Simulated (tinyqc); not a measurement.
# Grain-boundary trapping model (Seto) of a polycrystalline semiconductor film, step by step

A worked calculation. Computed by tinyqc, a small Python program that keeps every step. Command: `OMP_NUM_THREADS=1 python tinyqc.py 3015236 3015237 out.jsonl poly walk`. One thread of a shared host (Intel(R) Xeon(R) Processor @ 2.30GHz), about 0.01 s of CPU time with the checks. Intermediate numbers are printed to about 7 digits and carried at full precision; extremes and crossings named in words are read from the listed rows.

Grains of equal size L are joined by thin boundaries with one trap level. Trapped carriers deplete a width W on each side and raise a barrier, crossed by thermionic emission. Dopants are fully ionised, statistics are non-degenerate and mu_g does not depend on T.

Inputs (values chosen for the exercise, modelled on polycrystalline germanium): permittivity eps = 16; effective mass m = 0.19 m_0; effective density of states at 300 K, N_c = 6e+18 1/cm^3; grain size L = 49 nm; trap density Q_t = 6e+11 1/cm^2; trap level E_t below the band edge = 0.27 eV; doping N = 1.7e+17 1/cm^3; mobility inside the grains mu_g = 530 cm^2/(V s); temperature T = 200 K.

Grain interior: resistance included.

Constants: e = 1.602176634e-19 C; eps_0 = 8.8541878128e-12 F/m; k_B = 8.617333262e-05 eV/K; m_0 = 9.1093837015e-31 kg; k_B = 1.380649e-23 J/K.

## Critical doping

If all traps fill, the grain is just depleted at N* = Q_t/L, with the barrier e Q_t L/(8 eps eps_0).

N* = 1.224490e+17 1/cm^3

barrier at N* with all traps filled = 0.04156225 V

The traps stay filled only while e V_B is below E_t - k_B T ln(N_c(T)/N*) = 0.213 eV. The barrier above stays below that, so nearly all traps can fill.

## Barrier

N_c(T) = N_c (T/300 K)^(3/2). Filled traps Q = Q_t/(1 + (1/2) exp((E_t* - E_F)/k_B T)), where E_t* = e V_B - E_t and E_F are counted from the band edge at the grain centre. Partial depletion: Q = 2 N W, V_B = e N W^2/(2 eps eps_0), E_F = k_B T ln(N/N_c); solve for W. If that W would exceed L/2 the grain is fully depleted: W = L/2, Q = N L, and E_F follows from the trap equation. Centre density n_0 = N_c exp(E_F/k_B T).

depletion width W = 17.64691 nm

barrier V_B = 0.02993628 V

E_F = -0.05093738 eV

centre density n_0 = 1.70e+17 1/cm^3

The grain is partly depleted; 100.0 % of the traps are filled, and they hold 72.0 % of the carriers. Caution: e V_B is below 2 k_B T, where the depletion approximation fails and the mean density does not balance the trapped charge.

## Resistivity and effective mobility

Boundary: sigma_b = L e^2 n_0 exp(-e V_B/k_B T)/sqrt(2 pi m k_B T); drift through the grain, depleted parts included: rho_g = [(1 - 2W/L) + (2W/L) int_0^1 exp(y^2 s^2) ds]/(e n_0 mu_g); rho = 1/sigma_b + rho_g. Mean carrier density n_av = n_0 [(1 - 2W/L) + (2W/L) (sqrt(pi)/2) erf(y)/y], y = sqrt(e V_B/k_B T); effective mobility 1/(e n_av rho).

boundary resistivity = 0.1455671 ohm cm

drift resistivity rho_g = 0.1223284 ohm cm

resistivity rho = 0.2678955 ohm cm

mean carrier density = 1.247567e+17 1/cm^3

effective mobility = 186.7499 cm^2/(V s)

A single crystal with the same N and mu_g would have 0.0693 ohm cm, a factor 3.87 lower.

## Activation energy

E_a = d ln(rho)/d(1/k_B T) from T - 5 K and T + 5 K; temperature coefficient d ln(rho)/dT.

activation energy E_a = 0.01740005 eV

temperature coefficient = -0.5051137 %/K

With a fixed barrier the boundary term gives E_a = e V_B - k_B T/2 = 0.0213 eV, the second term coming from the thermal velocity in the prefactor.

## Against the doping

The formulas are those given above.

The same film:
```
N (1/cm^3)    W (nm)     V_B (V)  mean density (1/cm^3)  mobility (cm^2/(V s))  rho (ohm cm)
3.70e+15    24.50000  0.00125587           8.395671e+09               381.5904  1.948214e+06
1.20e+16    24.50000  0.00407310           3.271824e+10               368.2833  5.179855e+05
3.10e+16    24.50000  0.01052218           1.327800e+11               331.6049  1.417542e+05
6.10e+16    24.50000  0.02070493           6.018338e+11               263.7398  3.932216e+04
9.80e+16    24.50000  0.03326365           4.297280e+12               181.0535  8.022117e+03
1.50e+17    19.99976  0.03392753           1.012423e+17               165.9820  3.714209e-01
2.40e+17    12.49995  0.02120507           2.039640e+17               241.5361  1.266934e-01
4.90e+17     6.12244  0.01038621           4.692795e+17               318.6681  4.173682e-02
1.20e+18     2.50000  0.00424104           1.190656e+18               360.3865  1.454571e-02
4.90e+18     0.61224  0.00103862           4.897584e+18               380.5424  3.348919e-03
```

The barrier peaks among these rows at N = 1.5e17 (0.034 V) and the mobility has its minimum at 1.5e17; N* is 1.2e17. While the grain is fully depleted (W = L/2) V_B grows as N; once all traps are filled it falls as 1/N (last exponent -1.00). Partly depleted rows (W < L/2) with e V_B below 2 k_B T stretch the depletion approximation. Where N approaches N_c the non-degenerate statistics fail. rho drops most steeply, as N^-23.4, between 9.8e16 and 1.5e17.

Checks made by the program: charge in the traps against the depleted charge (relative difference below 1e-10).
